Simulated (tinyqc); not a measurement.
Reverse leakage of an n+-p junction: diffusion, generation, trap-assisted and band-to-band tunnelling: two steps of the calculation.

One-sided abrupt junction in the depletion approximation, x from the junction (0) to W on the p side, field F = F0 (1 - x/W). Flat quasi-Fermi levels, long p side. Traps generate through SRH with both lifetimes shortened by 1 + Gamma (Hurkx enhancement, form for moderate fields); band-to-band generation is local and needs a total bending above Eg.

Parameters, values chosen for the exercise; band and dielectric values close to those of In0.53Ga0.47As: temperature T = 300 K; band gap Eg = 0.744 eV; relative permittivity eps_r = 14.1; conduction-band density of states at T Nc = 2.1e17 cm^-3; valence-band density of states at T Nv = 7.71e18 cm^-3; acceptor density of the lighter side Na = 8e16 cm^-3; donor density of the heavier side Nd = 5e19 cm^-3; SRH lifetime of both carriers at zero field tau = 3e-7 s; trap level above the intrinsic level Et = -0.13 eV; tunnelling mass mt = 0.047 m0; electron diffusion coefficient on the lighter side Dn = 6.3 cm^2/s; band-to-band prefactor Ab = 1.2e16 cm^-0.5 V^-2.5 s^-1; band-to-band field constant Bb = 6.27e6 V/cm; reverse bias VR = 1.4 V.

Constants: q = 1.602176634e-19 C, kB = 1.380649e-23 J/K, hbar = 1.054571817e-34 J s, m0 = 9.1093837015e-31 kg, Vt = kB T/q, eps0 = 8.8541878128e-14 F/cm where lengths are in cm. Results are converted to the units shown.

Problem 1. Field, scales and diffusion current. ni = sqrt(Nc Nv) exp(-Eg/(2 Vt)), Eg in volts; Vbi = Vt ln(Na Nd/ni^2); W = sqrt(2 eps0 eps_r (Vbi + VR)/(q Na)); F0 = 2 (Vbi + VR)/W; FG = sqrt(24 mt m0 (kB T)^3)/(q hbar); J_diff = q ni^2 sqrt(Dn/tau)(1 - exp(-VR/Vt))/Na.

Wanted: ni; Vbi; W; F0; FG; J_diff.

Solution 1.

ni = 7.1666e11 cm^-3
Vbi = 0.76738 V
W = 205.48 nm
F0 = 210.96 kV/cm
FG = 159.93 kV/cm
J_diff = 4.7136e-9 A/cm^2

Problem 2. Generation rates across the layer. u = (Vbi + VR)(1 - x/W)^2, p = Na exp(-u/Vt), n = Nd exp((u - Vbi - VR)/Vt); G0 = ni^2 (1 - exp(-VR/Vt))/(tau (n + p + 2 ni cosh(Et/Vt))); Gamma = 2 sqrt(3 pi)(F/FG) exp((F/FG)^2); trap-assisted part G0 Gamma; G_bb = Ab F^2.5 exp(-Bb/F) with F in V/cm, zero unless Vbi + VR > Eg. 15 equal steps.

ni = 7.1665789e11 cm^-3
Vbi = 0.76738117 V
W = 205.47850 nm
F0 = 210.95942 kV/cm
FG = 159.92608 kV/cm

Give: x; F; Gamma; G0; G0 Gamma; G_bb.

Solution 2.

```
point  x (nm)  F (kV/cm)    Gamma  G0 (cm^-3 s^-1)  G0 Gamma (cm^-3 s^-1)  G_bb (1e16 cm^-3 s^-1)
0        0.00     210.96   46.146        3.4240e10              1.5800e12                  3.0329
1       13.70     196.90   34.417        1.5238e15              5.2443e16                  0.3055
2       27.40     182.83   25.936        1.5635e16              4.0551e17                  0.0219
3       41.10     168.77   19.732        1.5641e16              3.0863e17                  0.0010
4       54.79     154.70   15.140        1.5641e16              2.3681e17                  0.0000
5       68.49     140.64   11.701        1.5641e16              1.8301e17                  0.0000
6       82.19     126.58   9.0917        1.5641e16              1.4220e17                  0.0000
7       95.89     112.51   7.0859        1.5641e16              1.1083e17                  0.0000
8      109.59      98.45   5.5211        1.5641e16              8.6355e16                  0.0000
9      123.29      84.38   4.2797        1.5624e16              6.6867e16                  0.0000
10     136.99      70.32   3.2756        1.4675e16              4.8071e16                  0.0000
11     150.68      56.26   2.4443        5.4268e15              1.3265e16                  0.0000
12     164.38      42.19   1.7366        5.8906e14              1.0230e15                  0.0000
13     178.08      28.13   1.1138        9.4423e13              1.0517e14                  0.0000
14     191.78      14.06  0.54414        3.1001e13              1.6869e13                  0.0000
15     205.48       0.00        0        2.1371e13                      0                  0.0000
```

Range of the model: The n+ side is degenerate, so Vbi from Boltzmann statistics is only a guide.

Computed by the program tinyqc: `OMP_NUM_THREADS=1 python tinyqc.py 2290063 2290064 out.jsonl`, one thread of a shared Intel Xeon 2.30GHz, about 0.01 s for the whole run.
